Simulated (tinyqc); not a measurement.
From results back to parameters: smearing for a one-band metal on the fcc lattice. Three cases, with inputs chosen for the exercise.

Problem. With Gaussian smearing, f = erfc(x)/2, s = exp(-x^2)/(2 sqrt(pi)), x = (E_k - mu)/sigma and free energy F = E - sigma S, small widths give F(sigma) = E0 - D sigma^2/4, where D is the density of states at the Fermi level (both spins, per cell). F at two widths was computed from hidden E0 and D.

Find: D; E0.

Method. D = 4 (F(s1) - F(s2))/(s2^2 - s1^2); E0 = F(s1) + D s1^2/4.

Case 1.

Values chosen: s1 = 0.138 eV; s2 = 0.276 eV.
F(s1) = -3.7486700 eV
F(s2) = -3.7707801 eV

Solution.

D = 1.548 1/eV
E0 = -3.7413 eV

Case 2.

Values chosen: s1 = 0.147 eV; s2 = 0.294 eV.
F(s1) = -3.9529967 eV
F(s2) = -3.9562866 eV

Solution.

D = 0.203 1/eV
E0 = -3.9519 eV

Case 3.

Values chosen: s1 = 0.084 eV; s2 = 0.168 eV.
F(s1) = -1.3444147 eV
F(s2) = -1.3573590 eV

Solution.

D = 2.446 1/eV
E0 = -1.3401 eV

Computed by tinyqc, one run a case: `OMP_NUM_THREADS=1 python tinyqc.py N N+1 out.jsonl` with N = 1650828, 1650981, 1651027; one thread of a shared Intel(R) Xeon(R) Processor @ 2.30GHz, about 0.3 s a run at most.
